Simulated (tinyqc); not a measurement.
Schottky barrier on an n-type semiconductor with a surface-enhanced doping, non-linear Poisson equation by Newton steps: one step of the calculation.

One dimension, metal at x = 0, donor density C(x) = Nd + N0 exp(-x/Ls). Energies are counted from the electron Fermi level of the semiconductor and the conduction-band edge is Ec = -psi, so n = Nc exp(psi/Vt); holes follow the Fermi level of the metal, at -V, so p = Nv exp((V - psi - Eg)/Vt). Ends: psi(0) = V - phiB and psi = Vt ln(Nd/Nc) deep inside. Boltzmann statistics, full ionisation, no current, no image force in the Poisson equation.

Task. End potentials, built-in voltage, Debye length. psi_0 = V - phiB, psi_b = Vt ln(Nd/Nc), Vbi = phiB - Vt ln(Nc/Nd), LD = sqrt(eps0 eps_r Vt/(q Nd)), W = sqrt(2 eps0 eps_r (Vbi - V)/(q Nd)), hole density at the metal p_0 = Nv exp((phiB - Eg)/Vt).

Inputs (values chosen for the exercise); band and dielectric values close to those of gallium phosphide: temperature T = 250 K; band gap Eg = 2.28 eV; relative permittivity eps_r = 11; conduction-band density of states at T Nc = 1.35e19 cm^-3; valence-band density of states at T Nv = 1.45e19 cm^-3; donor density deep in the semiconductor Nd = 2.9e16 cm^-3; barrier height phiB = 1.16 eV; bias of the metal against the semiconductor V = 0.3 V.

Constants: q = 1.602176634e-19 C, kB = 1.380649e-23 J/K, Vt = kB T/q, eps0 = 8.8541878128e-14 F/cm where lengths are in cm. Results are converted to the units shown.

Find: psi_0; psi_b; Vbi; LD; W for uniform Nd; p_0.

Result.

psi_0 = -0.86000 V
psi_b = -0.13234 V
Vbi = 1.0277 V
LD = 21.251 nm
W for uniform Nd = 174.66 nm
p_0 = 3.8297e-4 cm^-3

The hole density at the metal is 1.3e-20 times Nd, so holes hardly matter.

tinyqc, about 0.1 s, one thread, Intel Xeon 2.30GHz (shared host): `OMP_NUM_THREADS=1 python tinyqc.py 2020095 2020096 out.jsonl`
